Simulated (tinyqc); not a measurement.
Strain dependence: valley-orbit splitting of a donor ground state, with strain. Computed by tinyqc, a small Python program. Command: `OMP_NUM_THREADS=1 python tinyqc.py 3014869 3014870 out.jsonl valleyorbit walk`. One thread of a shared host (Intel(R) Xeon(R) Processor @ 2.30GHz), about 0.01 s of CPU time with the checks.

The basis is the 1s envelope in each valley; energies are counted from the unstrained conduction-band edge. The strain is e_s (a a^T - 1/3) for the unit stress axis a, so valley j along n_j moves by Xi_u e_s w_j with w_j = (n_j.a)^2 - 1/3: +1/6 for x and y, -1/3 for z. The splitting at the zone boundary that a [110] shear adds for <100> valleys is left out.

Inputs (values chosen for the exercise, modelled on donors in silicon):

| quantity | value | unit |
|---|---|---|
| single-valley binding energy E_0 | 31 | meV |
| central-cell shift Lambda | 8.59 | meV |
| coupling Delta_1 | 2.01 | meV |
| coupling Delta_2 | 1.5 | meV |
| shear deformation potential Xi_u | 9.01 | eV |
| shear strain e_s | -3.4e-05 | - |

Valleys: six along <100>. Stress axis: [110].

Method:
- By symmetry: E(A1) = E_0 + Lambda + 4 Delta_1 + Delta_2 (one state), E(T2) = E_0 + Lambda - Delta_2 (three), E(E) = E_0 + Lambda - 2 Delta_1 + Delta_2 (two), as binding energies.
- H_jj = -(E_0 + Lambda) + Xi_u e_s w_j; H_jk = -Delta_2 between opposite valleys and -Delta_1 between perpendicular ones.
- The contact hyperfine ratio is A/A_0 = (sum_j c_j)^2/(number of valleys), c_j the valley amplitudes of the ground state; binding from the lowest valley edge.

E(A1) = 49.13 meV

Against strain:

| e_s | Xi_u e_s (w_max - w_min) (meV) | binding (meV) | gap to next level (meV) | A/A_0 |
|---|---|---|---|---|
| -2.70e-04 | -1.21635 | 48.751 | 10.661 | 0.99790 |
| -1.00e-04 | -0.45050 | 48.984 | 10.894 | 0.99970 |
| -3.40e-05 | -0.15317 | 49.079 | 10.989 | 0.99996 |
| -1.00e-05 | -0.04505 | 49.115 | 11.025 | 1.00000 |
| 1.00e-05 | 0.04505 | 49.100 | 11.010 | 1.00000 |
| 3.40e-05 | 0.15317 | 49.028 | 10.938 | 0.99996 |
| 1.00e-04 | 0.45050 | 48.833 | 10.743 | 0.99968 |
| 2.70e-04 | 1.21635 | 48.347 | 10.257 | 0.99760 |

What follows from these numbers?

A/A_0 falls for either sign of strain, to 0.998 and 0.998 at the ends; its limits are the shares of the valleys that end up lowest, 4/6 under compression and 2/6 under tension. Near zero strain A/A_0 changes in second order, the binding in first. The binding energy drops from 49.13 meV to 48.75 and 48.35 meV, since fewer valleys share the valley-orbit gain.

Extremes, crossings and ranges named in words are read from the listed rows.
